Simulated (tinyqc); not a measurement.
# Worked calculation: band bending at a free surface with one surface level, surface photovoltage and Kelvin probe

Computed by the program tinyqc: `OMP_NUM_THREADS=1 python tinyqc.py 2430087 2430088 out.jsonl`, one thread of a shared Intel Xeon 2.30GHz, about 0.01 s for the whole run. Printed values are rounded.

n-type bulk, xi = Ec - EF = Vt ln(Nc/Nd), p0 = ni^2/Nd, ni = sqrt(Nc Nv) exp(-Eg/(2 Vt)), Eg in volts. b is the upward band bending, u = b/Vt. Space charge per area, in units of q: Qc = sign(b) sqrt((2 eps0 eps_r Vt/q) [(Nd + dn)(exp(-u) - 1) + Nd u + (p0 + dn)(exp(u) - 1)]), with dn the excess density under light (flat quasi-Fermi levels; 0 in the dark). The level holds -Ns f, f = 1/(1 + exp((xi + b - Es)/Vt)). Neutrality: Qc + Qf + (charge of the states) = 0.

Inputs (values chosen for the exercise); band and dielectric values close to those of indium phosphide:
```
symbol,value,unit,meaning
T,300,K,temperature
Eg,1.33,eV,band gap
eps_r,12.4,,relative permittivity
Nc,5.8e17,cm^-3,conduction-band density of states at T
Nv,1.12e19,cm^-3,valence-band density of states at T
chi,4.38,eV,electron affinity
Nd,5.9e15,cm^-3,donor density
Qf,0,cm^-2,fixed positive charge at the surface
pt,4.29,eV,work function of the probe tip
Ns,5.2e11,cm^-2,density of an acceptor-like surface level
Es,0.32,eV,its depth below the conduction edge
dn,1.2e11,cm^-3,excess carrier density under light
```

Constants: q = 1.602176634e-19 C, kB = 1.380649e-23 J/K, Vt = kB T/q, eps0 = 8.8541878128e-14 F/cm where lengths are in cm. Results are converted to the units shown.

## Bulk quantities

xi, ni, p0, the Debye length sqrt(eps0 eps_r Vt/(q Nd)) and the flat-band work function chi + xi.

xi = 0.118611 eV
ni = 1.71718e7 cm^-3
p0 = 0.0499778 cm^-3
Debye length = 54.7963 nm
chi + xi = 4.49861 eV

## Charges against band bending

b, point 0 to 6 (V): [0.069, 0.115, 0.161, 0.207, 0.253, 0.299, 0.345]

Evaluate Qc, the surface charge Qf - Ns f and their sum in the dark; the root lies where the sum changes sign.

```
point  Qc (cm^-2)  surface charge (cm^-2)  sum (cm^-2)
0      6.02820e10             -5.16914e11  -4.56632e11
1      8.50476e10             -5.02232e11  -4.17185e11
2      1.04558e11             -4.29877e11  -3.25319e11
3      1.21031e11             -2.31895e11  -1.10864e11
4      1.35527e11             -6.21823e10   7.33450e10
5      1.48618e11             -1.16512e10   1.36966e11
6      1.60645e11              -2.00341e9   1.58642e11
```

The sum rises steadily with b, so there is one root; bisection gives b = 0.23018 V.

## Work function and Kelvin-probe reading

converged b = 0.230179 V

Work function chi + xi + b; contact potential difference CPD = (work function of the sample) - pt. Depth of EF below Ec at the surface: xi + b. Depletion width Qc/Nd.

xi + b = 0.348790 eV
Qc = 1.28540e11 cm^-2
Qc/Nd = 217.864 nm
work function = 4.72879 eV
CPD = 438.790 mV

The level is 24.7 % filled: the Fermi level is pinned at it.

## Surface photovoltage

Under chopped light the surface charge keeps its dark value, so b falls to bL with Qc(bL, dn) = Qc(b, 0); the photovoltage is b - bL. Qc rises with b, so bL follows by bisection.

bL = 0.226786 V
photovoltage = 3.39304 mV
share of b removed = 1.47409 %
excess holes at the surface, dn exp(bL/Vt) = 7.74494e14 cm^-3
